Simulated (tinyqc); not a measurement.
What moves the results: plasmons of a degenerate electron gas in the random-phase approximation. A value that a table varies takes the place of the one given here.

Zero temperature, parabolic band: kF = (3 pi^2 n)^(1/3), EF = c kF^2/m, Ep^2 = 8 pi c e2 n/(m eb), qTF^2 = 6 pi e2 n/(eb EF), c = hbar^2/2m0, e2 = e^2/(4 pi eps0), n in 1/angstrom^3 (1e-24 per 1/cm^3).

Lindhard function: eps(q, E)/eb = 1 + (qTF/q)^2 (f1 + i f2) with z = q/(2 kF), u = E/(hbar vF q), hbar vF = 2 c kF/m; f1 = 1/2 + [h(z - u) + h(z + u)]/(8 z), h(x) = (1 - x^2) ln|(x + 1)/(x - 1)|; f2 = pi u/2 for z + u < 1, (pi/(8 z))(1 - (z - u)^2) for |z - u| < 1 < z + u, else 0. Pairs exist for c (q^2 - 2 q kF)/m < E < c (q^2 + 2 q kF)/m.

Constants: hbar^2/2m0 = 3.80998211 eV angstrom^2; e^2/(4 pi eps0) = 14.39964547 eV angstrom; a0 (Bohr radius) = 0.5291772105 angstrom.

Values chosen for the exercise (a free-electron density near that of Al; not measured data):

| symbol | value | unit | meaning |
|---|---|---|---|
| n | 1.81e+23 | 1/cm^3 | electron density |
| m | 1 | m0 | mass |
| eb | 1 |  | background dielectric constant |
| ed | 4 |  | dielectric constant of the surroundings |
| d | 50 | angstrom | film thickness |
| qp | 0.468 | 1/angstrom | wave vector of the plasmon |

## Dispersion and weight of the plasmon

Short formula: E^2 = Ep^2 + (3/5)(hbar vF q)^2 + (c q^2/m)^2; qc is where the plasmon meets the top of the continuum. The weight is the share of the f-sum that the plasmon carries, 2E/(Ep^2 d(eps/eb)/dE); a dash marks no undamped root.

Energies (eV):

| q (1/angstrom) | q/kF | top of continuum | plasmon | short formula | weight |
|---|---|---|---|---|---|
| 0.129 | 0.074 | 1.784 | 15.85 | 15.85 | 1.000 |
| 0.323 | 0.185 | 4.705 | 16.15 | 16.15 | 1.000 |
| 0.517 | 0.295 | 7.912 | 16.73 | 16.71 | 0.997 |
| 0.711 | 0.406 | 11.41 | 17.62 | 17.53 | 0.986 |
| 0.905 | 0.517 | 15.19 | 18.92 | 18.62 | 0.951 |
| 1.03 | 0.589 | 17.78 | 20.03 | 19.47 | 0.897 |
| 1.16 | 0.663 | 20.60 | 21.52 | 20.48 | 0.773 |
| 1.25 | 0.714 | 22.62 | 22.84 | 21.25 | 0.575 |
| 1.42 | 0.811 | 26.62 | - | 22.88 | - |
| 1.68 | 0.960 | 33.16 | - | 25.81 | - |

qc = 1.293 1/angstrom

What does this show?

Ep = 15.8 eV. The plasmon rises from 15.85 to 22.84 eV just before qc, 45 % above Ep. The short formula errs by -0.54 % at q/kF = 0.41 and -6.95 % next to qc. The weight falls from 1.000 to 0.575 as pairs take over the sum.

## Density dependence

n is multiplied by the factor listed.

Results:

| factor | rs | EF (eV) | Ep (eV) | Ep/EF | qc/kF | alpha = 3 EF/(5 Ep) |
|---|---|---|---|---|---|---|
| 0.10 | 4.465 | 2.514 | 4.996 | 1.987 | 0.985 | 0.302 |
| 0.20 | 3.544 | 3.990 | 7.065 | 1.771 | 0.904 | 0.339 |
| 0.50 | 2.611 | 7.350 | 11.17 | 1.520 | 0.806 | 0.395 |
| 1.0 | 2.072 | 11.67 | 15.80 | 1.354 | 0.739 | 0.443 |
| 2.0 | 1.645 | 18.52 | 22.34 | 1.206 | 0.677 | 0.497 |
| 5.0 | 1.212 | 34.12 | 35.32 | 1.035 | 0.603 | 0.579 |
| 10 | 0.962 | 54.16 | 49.96 | 0.922 | 0.552 | 0.650 |

What does this show, and why?

Over two decades Ep grows by 10.0 (n^(1/2)) and EF by 21.5 (n^(2/3)), so Ep/EF falls from 1.987 to 0.922 as sqrt(rs), and qc/kF from 0.985 to 0.552: in a dense gas the plasmon enters the continuum earlier on the scale of kF. alpha is the coefficient in E = Ep + alpha hbar^2 q^2/(m m0). The random-phase values are only rough in the rows with rs above about 2 (up to 4.5 here).

## Thin film modes against wave vector (bulk, surface, particle and sheet plasmons)

Drude medium eps = eb (1 - Ep^2/E^2), no retardation. A film of thickness d has modes eps = -ed coth(q d/2) (lower) and eps = -ed tanh(q d/2) (upper); a sheet with ns = n d has E^2 = 4 pi c e2 ns q/(m ed). One surface: eps = -ed; small sphere: eps = -2 ed.

Modes (eV):

| q d | q (1/angstrom) | lower | upper | sheet |
|---|---|---|---|---|
| 0.020 | 0.000400 | 0.7889 | 15.49 | 0.7899 |
| 0.050 | 0.00100 | 1.245 | 15.06 | 1.249 |
| 0.10 | 0.00200 | 1.755 | 14.42 | 1.766 |
| 0.20 | 0.00400 | 2.463 | 13.36 | 2.498 |
| 0.50 | 0.0100 | 3.795 | 11.23 | 3.949 |
| 1.0 | 0.0200 | 5.084 | 9.360 | 5.585 |
| 2.0 | 0.0400 | 6.318 | 7.854 | 7.899 |
| 4.0 | 0.0800 | 6.962 | 7.169 | 11.17 |
| 8.0 | 0.160 | 7.063 | 7.067 | 15.80 |

bulk, surface, sphere (eV): 15.80  7.065  5.266

How do the results move?

At small q d the lower mode tends to the sheet law sqrt(q) (within 5 % up to q d = 0.5 of the values listed) and the upper one starts near the bulk value. At q d = 8 the two are 0.0038 eV apart around the surface value 7.065 eV. Retardation, left out here, matters where q is below about three times sqrt(ed) E/(hbar c), hbar c = 1973.27 eV angstrom: that holds for 5 of the rows (from the top) for the lower mode and 6 for the upper one.

## What moves the plasmon

The plasmon is taken at qp. Each row changes one parameter from the base and keeps the others.

Results:

| case | Ep (eV) | plasmon at qp (eV) | qc (1/angstrom) |
|---|---|---|---|
| base | 15.80 | 16.56 | 1.293 |
| n = 2.17e+23 1/cm^3 | 17.30 | 18.08 | 1.343 |
| m = 1.15 m0 | 14.73 | 15.35 | 1.363 |
| eb = 1.1 | 15.06 | 15.86 | 1.247 |
| qp = 0.328 1/angstrom | 15.80 | 16.17 | 1.293 |

What does this show?

The largest shifts from the base row, up to three for each result and ties (the steps differ in size, so this ranks the rows, not the parameters). Ep (eV): n +1.50, m -1.07, eb -0.735; unchanged at the printed digits by qp. plasmon at qp (eV): n +1.52, m -1.21, eb -0.698. qc (1/angstrom): m +0.0699, n +0.0496, eb -0.0457; unchanged at the printed digits by qp.

tinyqc: `OMP_NUM_THREADS=1 python tinyqc.py 1652569 1652570 out.jsonl`; about 0.01 s, one thread, shared Intel(R) Xeon(R) Processor @ 2.30GHz.
